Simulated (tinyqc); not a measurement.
Worked calculation: Cabrera-Mott growth of a thin oxide under its own electric field. Computed by tinyqc, a small Python program that keeps every step. Command: `OMP_NUM_THREADS=1 python tinyqc.py 3018634 3018635 out.jsonl cabrera walk`. One thread of a shared host (Intel(R) Xeon(R) Processor @ 2.30GHz), about 0.01 s of CPU time with the checks. Intermediate numbers are printed to about 5 digits and carried at full precision; extremes and crossings named in words are read from the listed rows.

Electrons cross the film freely and set a fixed potential V across it; the field V/x lowers the barrier for ions entering the oxide.

Inputs (values chosen for the exercise, for a model metal):

| quantity | value | unit |
|---|---|---|
| barrier W | 1.52 | eV |
| Mott potential V | 1.2 | V |
| ion charge number z | 2 | - |
| half jump distance b | 1.4 | angstrom |
| prefactor u0 = N Omega nu | 6.3e+13 | angstrom/s |
| temperature T | 300 | K |
| starting thickness x0 | 3.5 | angstrom |
| time t | 1300 | s |

Backward hops: ignored.

Constants: k_B = 8.617333262e-05 eV/K.

## Scales

u = u0 exp(-W/(k_B T)), X1 = z b V/(k_B T) with V in volts and k_B T in eV; dx/dt = u exp(X1/x).

u = 1.8385e-12 angstrom/s

X1 = 129.97 angstrom

## Field and rate at the start

Field E = V/x; the barrier is lowered by z b V/x.

field = 34.286 MV/cm

barrier lowering = 0.96 eV

rate = 24646 angstrom/s

## Thickness after time t

t(x) = int_(x0)^x dx / (dx/dt) by Gauss-Legendre quadrature (80 points on each side of (x0 + 2 x)/3), solved for x.

thickness x = 6.9285 angstrom

rate at time t = 2.5784e-04 angstrom/s

field at time t = 17.320 MV/cm

X1/x = 18.8: the field term still rules. Caution: the starting field or rate is formal: the first layers form as fast as oxygen arrives.

## Limiting thickness

Growth counts as stopped when u exp(X1/x) falls to 1e-5 angstrom/s: x_L = X1/ln(1e-5/u), defined while u is below that rate; the critical temperature is T_c = W/(k_B ln(u0/1e-5)).

limiting thickness x_L = 8.3803 angstrom

critical temperature T_c = 407.49 K

T is below T_c, so the rate is below that level in any film thicker than x_L; growth goes on there, ever more slowly.

## Growth over eight decades

Closed form for thin films (leading term of the integral): x solves (x^2/(u X1)) exp(-X1/x) = t.

Thickness:

| t (s) | x (angstrom) | 1/x (1/angstrom) | closed form (angstrom) |
|---|---|---|---|
| 1.00e+00 | 5.127 | 0.19505 | 5.113 |
| 1.00e+01 | 5.598 | 0.17864 | 5.580 |
| 1.00e+02 | 6.160 | 0.16233 | 6.137 |
| 1.00e+03 | 6.842 | 0.14616 | 6.810 |
| 1.00e+04 | 7.683 | 0.13015 | 7.640 |
| 1.00e+05 | 8.747 | 0.11433 | 8.685 |
| 1.00e+06 | 10.128 | 0.09874 | 10.035 |
| 1.00e+07 | 11.984 | 0.08344 | 11.838 |
| 1.00e+08 | 14.592 | 0.06853 | 14.344 |

Per decade of time the film gains 0.47 angstrom at first and 2.6 at the end. The inverse-logarithmic law predicts -X1 d(1/x)/d ln t near 1; the rows give 0.93 at first and 0.84 at the end. The closed form misses by at most 1.7 %.

Checks made by the program: quadrature against adaptive integration (relative difference below 1e-10).
